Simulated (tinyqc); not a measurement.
# Metal-interlayer-semiconductor contact, depinning against tunnelling resistance: what changes with what

Zero bias, n-type semiconductor. Gap states at the semiconductor surface thin out as exp(-be ti), which unpins the barrier; electrons must then cross the interlayer (a rectangular barrier, no voltage drop across it) and the parabolic depleted layer, both by WKB. Energies E are counted from the Fermi level; no image force, parabolic bands.

Parameters, values chosen for the exercise; semiconductor values close to those of silicon; interlayer mass of the order of that in hafnium oxide, offset chosen freely: temperature T = 250 K; band gap Eg = 1.14 eV; relative permittivity eps_r = 11.3; electron affinity chi = 4.09 eV; conduction-band density of states at T Nc = 2.13e19 cm^-3; tunnelling mass in the semiconductor mt = 0.186 m0; Richardson mass mA = 2.07 m0; donor density Nd = 3.1e19 cm^-3; charge-neutrality level above the valence band E0 = 0.35 eV; pinning factor without interlayer S0 = 0.27; metal work function phiM = 4.21 eV; interlayer thickness ti = 1.6 nm; conduction-band offset of the interlayer above the semiconductor dE = 1.64 eV; tunnelling mass in the interlayer mi = 0.2 m0; decay constant of gap states through the interlayer be = 4.3 1/nm.

Constants: q = 1.602176634e-19 C, kB = 1.380649e-23 J/K, eps0 = 8.8541878128e-12 F/m, hbar = 1.054571817e-34 J s, h = 6.62607015e-34 J s, m0 = 9.1093837015e-31 kg, Vt = kB T/q, hbar^2/(2 m0) = 0.0380998212 eV nm^2. Results are converted to the units shown.

Each table varies one quantity; the others keep the values above.

## Contact resistivity against the interlayer thickness

S = 1/(1 + (1/S0 - 1) exp(-be ti)); phiB = S (phiM - chi) + (1 - S)(Eg - E0); xi = Ec - EF deep inside, from Nd = Nc F(-xi/Vt), F(x) = (2/sqrt(pi)) int_0^infinity sqrt(u) du/(1 + exp(u - x)); band bending U = phiB - xi; E00 = (hbar/2) sqrt(Nd/(eps0 eps_r mt m0)) in volts; A = 4 pi q mA m0 kB^2/h^3. With U = phiB - xi: for xi < E < phiB, y = (E - xi)/U and G1 = (U/E00) [sqrt(1 - y) - y ln((1 + sqrt(1 - y))/sqrt(y))], G1 = 0 above phiB; G2 = 2 ti sqrt(mi max(phiB + dE - E, 0)/C), C = hbar^2/(2 m0); f = 1/(1 + exp(E/Vt)); 1/rho_c = (A T^2/Vt^2) times the integral of exp(-G1 - G2) f over E from xi upwards. Shares under 0.001 % are printed as 0; rows without band bending are left out.

The same in every row: E00/Vt = 3.31.

Result of one run:
```
ti (nm)     S  phiB (eV)  rho_c (ohm cm^2)  rho_c with G2 = 0 (ohm cm^2)  peak of the integrand (eV)  share above phiB (%)
2.1      1.00      0.120           0.00112                       3.51e-9                     0.00402                  1.48
```

What becomes of these results when the interlayer thickness ti is changed from 2.1 to 0 nm, all else the same?

Result of the changed run:
```
ti (nm)      S  phiB (eV)  rho_c (ohm cm^2)  rho_c with G2 = 0 (ohm cm^2)  peak of the integrand (eV)  share above phiB (%)
0        0.270      0.609           1.88e-6                       1.88e-6                      0.0136                     0
```

The whole series:
```
ti (nm)      S  phiB (eV)  rho_c (ohm cm^2)  rho_c with G2 = 0 (ohm cm^2)  peak of the integrand (eV)  share above phiB (%)
0        0.270      0.609           1.88e-6                       1.88e-6                      0.0136                     0
0.3      0.573      0.406           8.98e-7                       1.28e-7                      0.0104                     0
0.6      0.830      0.234           5.85e-7                       1.40e-8                     0.00623                0.0246
0.9      0.947      0.156           1.29e-6                       5.33e-9                     0.00360                 0.354
1.2      0.985      0.130           5.63e-6                       3.94e-9                     0.00284                 0.882
1.5      0.996      0.123           3.12e-5                       3.62e-9                     0.00299                  1.20
1.8      0.999      0.121           1.85e-4                       3.53e-9                     0.00346                  1.36
2.1       1.00      0.120           0.00112                       3.51e-9                     0.00402                  1.48
2.4       1.00      0.120           0.00685                       3.50e-9                     0.00461                  1.58
```

As ti goes from 0 to 2.4, phiB falls from 0.609 to 0.120 eV and rho_c goes from 1.88e-6 through a minimum of 5.85e-7 (at ti = 0.6 among the rows listed) to 0.00685 ohm cm^2. At ti = 0.6 nm rho_c is 3.22 times lower than without interlayer: up to there the falling barrier gains more than tunnelling through the layer costs, beyond it the layer dominates. The ratio of rho_c to its value with G2 = 0 runs from 1.00 to 1.95e6.

## Contact resistivity against the donor density

Same model as above.

The same in every row: S = 0.997; phiB (eV) = 0.122.

Results:
```
Nd (cm^-3)  E00/Vt  rho_c (ohm cm^2)  rho_c with G2 = 0 (ohm cm^2)  peak of the integrand (eV)  share above phiB (%)
7.1e17       0.501           0.00171                       1.41e-7                       0.113                  38.3
1.6e18       0.752           0.00104                       8.26e-8                      0.0976                  23.3
3.8e18        1.16           5.14e-4                       3.85e-8                      0.0695                  11.5
8.9e18        1.77           2.19e-4                       1.54e-8                      0.0382                  4.93
2.1e19        2.72           8.60e-5                       5.63e-9                      0.0127                  1.93
4.8e19        4.12           3.55e-5                       2.18e-9                    -0.00644                 0.797
1.1e20        6.23           1.59e-5                      9.12e-10                     -0.0218                 0.357
6e20          14.6           4.42e-6                      2.06e-10                     -0.0439                0.0993
```

Estimate the missing row, Nd = 2.6e20 cm^-3.

Computed row:
```
Nd (cm^-3)  E00/Vt  rho_c (ohm cm^2)  rho_c with G2 = 0 (ohm cm^2)  peak of the integrand (eV)  share above phiB (%)
2.6e20        9.59           7.82e-6                      4.10e-10                     -0.0345                 0.176
```

With this row back in the table: As Nd goes from 7.1e17 to 6e20, phiB stays at 0.122 eV and rho_c falls from 0.00171 to 4.42e-6 ohm cm^2. rho_c goes as Nd^(-0.61) between the first two rows and Nd^(-0.68) between the last two, while E00/Vt goes from 0.501 to 14.6 and the share above the barrier from 38.3 to 0.0993 %. The ratio of rho_c to its value with G2 = 0 runs from 12100 to 21500.

Range of the model: The depletion charge would drop about 0.11 V across such an interlayer (eps_r near 20) at ti = 1.6 nm and Nd = 3.1e19 cm^-3, against a band bending of 0.14 V; this model leaves that drop out.

tinyqc, about 0.02 s, one thread, Intel Xeon 2.30GHz (shared host): `OMP_NUM_THREADS=1 python tinyqc.py 2270037 2270038 out.jsonl`
